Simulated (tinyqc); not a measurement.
Haynes-Shockley experiment: drift, diffusion and decay of a minority-carrier pulse. Changing the field F. Computed by tinyqc, a small Python program. Command: `OMP_NUM_THREADS=1 python tinyqc.py 3110063 3110064 out.jsonl haynes sweep`. One thread of a shared host (Intel(R) Xeon(R) Processor @ 2.30GHz), about 0.03 s of CPU time with the checks.

A thin sheet of excess carriers is made at x = 0, t = 0 in a long uniform bar; injection is low, so the pulse moves with the minority mobility.

Inputs (values chosen for the exercise, modelled on holes in n-type silicon in a lightly doped bar):

| quantity | value | unit |
|---|---|---|
| minority mobility mu | 414 | cm^2/(V s) |
| lifetime tau | 70 | microsecond |
| temperature T | 300 | K |
| distance d to the collector | 0.66 | cm |
| injected sheet density N0 | 7.6e+09 | 1/cm^2 |

Constants: k_B = 8.617333262e-05 eV/K.

Method:
- D = mu k_B T/e, v = mu F.
- Transit time d/v, diffusion length sqrt(D tau), drift length v tau, Peclet number v d/D = e F d/(k_B T).
- dn(x, t) = N0/sqrt(4 pi D t) exp(-(x - v t)^2/(4 D t) - t/tau).
- At fixed x the signal peaks where d ln(dn)/dt = 0: a t^2 + t/2 - x^2/(4 D) = 0 with a = v^2/(4 D) + 1/tau.
- The full width at half maximum is found by solving dn(x, t) = peak/2 on both sides of the peak.
- With w the full width at half maximum: mu = d/(F t_p); D = (w d)^2/(16 ln2 t_p^3); Einstein ratio D/mu against k_B T/e.

One run for each value:

| field F (V/cm) | time of the peak t_p (microsecond) | width at half maximum (microsecond) | peak density (1/cm^3) | error of mu (%) |
|---|---|---|---|---|
| 6.3 | 240.95 | 62.051 | 1.2265e+09 | 5.0220 |
| 10.0 | 156.05 | 32.283 | 5.4829e+09 | 2.1609 |
| 16.0 | 98.71 | 16.222 | 1.5958e+10 | 0.9396 |
| 25.0 | 63.49 | 8.361 | 3.3104e+10 | 0.4419 |
| 39.0 | 40.79 | 4.304 | 5.7230e+10 | 0.2177 |
| 61.0 | 26.11 | 2.203 | 8.8292e+10 | 0.1122 |
| 97.0 | 16.43 | 1.099 | 1.2785e+11 | 0.0593 |
| 150.0 | 10.62 | 0.572 | 1.7272e+11 | 0.0340 |

Over the rows, time of the peak t_p (microsecond) falls from 241 to 10.6 (exponent d ln y / d ln x -0.94 between the first rows and -1.00 between the last); width at half maximum (microsecond) falls from 62.1 to 0.572 (exponent d ln y / d ln x -1.4 between the first rows and -1.5 between the last); peak density (1/cm^3) rises from 1.23e9 to 1.73e11 (exponent d ln y / d ln x 3.2 between the first rows and 0.69 between the last). At the high end the exponent of time of the peak t_p is -1.00, close to -1: pure drift, t = d/(mu F). At the high end the exponent of width at half maximum is -1.50, close to -1.5: sqrt(D t)/v with t = d/v.

Extremes, crossings and ranges named in words are read from the listed rows.
